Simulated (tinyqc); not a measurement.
Undoped symmetric double-gate MOSFET, analytic potential model: two steps of the calculation.

An undoped body of thickness ts between two equal insulators and tied gates; long channel, electrons only, n = ni exp((psi - V)/Vt) with V the quasi-Fermi potential (0 at the source, Vd at the drain), constant mobility, no quantisation. Across the body psi(x) = V - 2 Vt ln[(ts/(2 beta)) sqrt(q ni/(2 eps0 eps_r Vt)) cos(2 beta x/ts)], x from the centre. Q is the electron charge per area of the whole body.

Inputs (values chosen for the exercise); material values close to those of germanium: temperature T = 300 K; relative permittivity of the semiconductor eps_r = 15.7; body thickness ts = 25 nm; channel mobility mu = 120 cm^2/(V s); gate length L = 0.1 um; gate voltage Vg = -0.06 V; drain voltage Vd = 0.8 V.

Constants: q = 1.602176634e-19 C, kB = 1.380649e-23 J/K, Vt = kB T/q, eps0 = 8.8541878128e-14 F/cm where lengths are in cm. Results are converted to the units shown.

Question 1. beta at the source by Newton steps. With V = 0: f = ln(beta) - ln(cos beta) + 2 r beta tan(beta) - (Vg - V0)/(2 Vt); f' = 1/beta + tan(beta) + 2 r [tan(beta) + beta/cos^2(beta)]; beta(new) = beta - f/f'.

beta at the start = 1
r = 0.19656911
V0 = 0.073348842 V

Find: f; f'; beta after iteration 1.

Answer 1.

f = 3.8070
f' = 4.5164
beta after iteration 1 = 0.15707

Question 2. Charges and drain current. beta (between 0 and pi/2) solves (Vg - V0 - V)/(2 Vt) = ln(beta) - ln(cos beta) + 2 r beta tan(beta). Q = 8 eps0 eps_r Vt beta tan(beta)/ts; I = mu (1/L)(4 eps0 eps_r/ts)(2 Vt)^2 [g(beta_s) - g(beta_d)] per width, g = beta tan(beta) - beta^2/2 + r beta^2 tan^2(beta), with beta_s at V = 0 and beta_d at V = Vd.

beta_s = 0.075458365
beta_d = 1.4461548e-8
r = 0.19656911

Find: Qs; Qd; g(beta_s); g(beta_d); I.

Answer 2.

Qs = 0.65604 nC/cm^2
Qd = 2.4050e-14 nC/cm^2
g(beta_s) = 0.0028642
g(beta_d) = 1.0457e-16
I = 0.020436 uA/um

The term r beta^2 tan^2(beta), which gives the square law, makes up 0.223 % of g at the source.

tinyqc, about 0.01 s, one thread, Intel Xeon 2.30GHz (shared host): `OMP_NUM_THREADS=1 python tinyqc.py 2440022 2440023 out.jsonl`
